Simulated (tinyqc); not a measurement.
## Long-channel MOSFET, surface-potential model: effect of the temperature

n-channel transistor on a uniformly doped p-type body, gradual-channel approximation, constant mobility, Boltzmann statistics, full ionisation. Potentials are counted from the neutral body; V is the electron quasi-Fermi potential, Vsb at the source and Vsb + Vds at the drain. Charges are magnitudes per area.

Nc and Nv are given at 300 K and scale as (T/300 K)^1.5; Eg, Vfb and mu are held fixed. ni = sqrt(Nc Nv) exp(-Eg/(2 Vt)), Eg in volts; phiF = Vt ln(Na/ni); Cox = eps0 eox/tox; gamma = sqrt(2 q eps0 eps_r Na)/Cox. The surface potential psi at channel potential V solves Vgs + Vsb - Vfb - psi = gamma sqrt(G), G = psi - Vt + Vt exp((psi - 2 phiF - V)/Vt). Charge sheet: Qi = Cox gamma [sqrt(G) - sqrt(psi - Vt)]; I = mu (W/L) [integral of Qi dpsi from psi_0 to psi_L (drift) + Vt (Qi0 - QiL) (diffusion)], with psi_0 at V = Vsb and psi_L at V = Vsb + Vds. VT = Vfb + 2 phiF + gamma sqrt(2 phiF + Vsb), m = 1 + gamma/(2 sqrt(2 phiF + Vsb)). The swing is 20 mV/log10[I(VT - 0.14 V)/I(VT - 0.16 V)] of the charge-sheet current at the given Vds.

Parameters, values chosen for the exercise; material values close to those of silicon:

| symbol | value | unit | meaning |
|---|---|---|---|
| Eg | 1.12 | eV | band gap |
| eps_r | 11.8 |  | relative permittivity of the semiconductor |
| Nc | 2.79e19 | cm^-3 | conduction-band density of states at the reference temperature |
| Nv | 2.65e19 | cm^-3 | valence-band density of states at the reference temperature |
| Na | 1.1e18 | cm^-3 | acceptor density of the body |
| eox | 25.8 |  | relative permittivity of the gate insulator |
| tox | 22 | nm | insulator thickness |
| Vfb | -0.99 | V | flat-band voltage |
| mu | 160 | cm^2/(V s) | channel mobility |
| W | 5 | um | gate width |
| L | 2 | um | gate length |
| Vsb | 0 | V | source-body reverse bias |
| Vgs | 0.98 | V | gate-source voltage |
| Vds | 0.2 | V | drain-source voltage |

Constants: q = 1.602176634e-19 C, kB = 1.380649e-23 J/K, Vt = kB T/q, eps0 = 8.8541878128e-14 F/cm where lengths are in cm. Results are converted to the units shown.

The same in every row: gamma (V^0.5) = 0.5844.

Effect of the temperature:
```
T (K)  VT (V)      m  swing (mV/decade)  I at Vgs, Vds (uA)
220    0.6151  1.290              57.84               13.05
250    0.5861  1.293              66.09               14.50
280    0.5559  1.297              74.48               16.03
310    0.5244  1.300              83.02               17.64
340    0.4919  1.304              91.73               19.31
370    0.4584  1.309              100.6               21.04
400    0.4240  1.313              109.8               22.83
430    0.3886  1.318              119.2               24.66
```

As T goes from 220 to 430 K, VT falls from 0.615 to 0.389 V, the swing rises from 57.8 to 119 mV a decade and the current rises from 13.0 to 24.7 uA. The swing is 2.7 % above m Vt ln 10 in the first row and 6.0 % above it in the last. In every row the surface electron density at the source passes 0.3 Nc, where degeneracy and quantisation, left out here, matter. In every row the mobility is held fixed, though a real channel mobility changes with T and would alter the trend of the current.

Computed by the program tinyqc: `OMP_NUM_THREADS=1 python tinyqc.py 2360045 2360046 out.jsonl`, one thread of a shared Intel Xeon 2.30GHz, about 0.04 s for the whole run.
